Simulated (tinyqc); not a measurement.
Worked calculation: plane-wave Kohn-Sham cycle with exchange-only LDA in a layered model solid. Computed by tinyqc, a small Python program that keeps every step. Settings: points = 16, plane-wave index or count = 3, electrons = 2, k points = 4, area = 16.0, mixing = 0.1, iteration cap = 52, Kerker q0 = 1.41. Command: `OMP_NUM_THREADS=1 python tinyqc.py 20267 20268 out.jsonl` (the two numbers bound the seeds that draw the settings). One thread of a shared host (Intel(R) Xeon(R) Processor @ 2.60GHz), about 0.03 s of CPU time with the checks.

A solid whose potential varies along x alone (atomic units):
```
parameter                      value
period a                    9.900000
cross-section of the cell  16.000000
electrons per cell                 2
grid points                       16
plane waves -n..n, n               3
k points                           4
V1 in V1 cos(2 pi x/a)     -0.400000
V2 in V2 cos(4 pi x/a)     -0.270000
```

Stop when sqrt(dV sum R^2) is below 1e-8, dV = a A/N.

Course of the cycle:
```
iteration  E (hartree)  norm of the residual
1           -0.9990402              2.26e-01
2           -0.9834903              2.20e-01
3           -0.9682149              2.13e-01
4           -0.9532957              2.08e-01
5           -0.9387849              2.02e-01
6           -0.9247145              1.96e-01
7           -0.9111030              1.91e-01
8           -0.8979592              1.86e-01
9           -0.8852852              1.81e-01
10          -0.8730781              1.76e-01
11          -0.8613317              1.72e-01
...                ...                   ...
42          -0.6641368              8.08e-02
43          -0.6614224              7.87e-02
44          -0.6588545              7.66e-02
45          -0.6564277              7.45e-02
46          -0.6541370              7.25e-02
47          -0.6519772              7.04e-02
48          -0.6499435              6.84e-02
49          -0.6480311              6.64e-02
50          -0.6462352              6.45e-02
51          -0.6445513              6.25e-02
52          -0.6429748              6.06e-02
```

Can the last value be used, and what does the course show?

Not by the stop rule. Not converged within 52 iterations: the residual falls steadily but slowly, by a factor of about 0.97 a step. Reruns (cap 100 unless said): mixing 0.5, Kerker q0 1.0: converged in 49 (E = -0.62545); mixing 0.3, Pulay depth 5: converged in 35 (E = -0.62545); the original settings with a cap of 400: converged in 400 (E = -0.62545).
